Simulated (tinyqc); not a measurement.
Fully depleted semiconductor-on-insulator film with two gates, non-linear Poisson equation by Newton steps: one step of the calculation.

One dimension across the film, front interface at x = 0, back interface at x = ts. psi is counted from the intrinsic level, n = ni exp(psi/Vt) (source grounded), holes neglected, acceptors ionised. Gates act through Cox = eps0 eox/tox and Cbox = 3.9 eps0/tb with potentials G1 = Vg - (phiM - chi - Vt ln(Nc/ni)) and G2 = Vb - (phiB - chi - Vt ln(Nc/ni)). Classical Boltzmann densities, no interface charge, no depletion in the back plane.

Task. Newton step. Solve a d_(i-1) + b_i d_i + a d_(i+1) = -F_i for all nodes. If the largest |d| exceeds 4 Vt, the whole step is scaled down so that it equals 4 Vt.

Parameters, values chosen for the exercise:
```
symbol,value,unit,meaning
T,250,K,temperature
```

Constants: q = 1.602176634e-19 C, kB = 1.380649e-23 J/K, Vt = kB T/q. Results are converted to the units shown.

a = 9.0509475 uF/cm^2

```
node  diagonal b (F/cm^2)  residual F (C/cm^2)  psi at the start (V)
0           -1.5371854e-5         6.7328763e-6                  0.09
1           -1.8101895e-5        -4.3258770e-9                  0.09
2           -1.8101895e-5        -4.3258770e-9                  0.09
3           -1.8101895e-5        -4.3258770e-9                  0.09
4           -1.8101895e-5        -4.3258770e-9                  0.09
5           -1.8101895e-5        -4.3258770e-9                  0.09
6           -1.8101895e-5        -4.3258770e-9                  0.09
7           -1.8101895e-5        -4.3258770e-9                  0.09
8           -9.2975999e-6        -8.2014897e-9                  0.09
```

Wanted: Newton step d, before damping; psi after iteration 1.

Result.

```
node  Newton step d, before damping (V)  psi after iteration 1 (V)
0                                 1.027                     0.1762
1                                 1.000                     0.1739
2                                 0.974                     0.1717
3                                 0.948                     0.1696
4                                 0.923                     0.1674
5                                 0.898                     0.1653
6                                 0.873                     0.1633
7                                 0.850                     0.1613
8                                 0.826                     0.1593
```

tinyqc, about 0.4 s, one thread, Intel Xeon 2.30GHz (shared host): `OMP_NUM_THREADS=1 python tinyqc.py 2190095 2190096 out.jsonl`
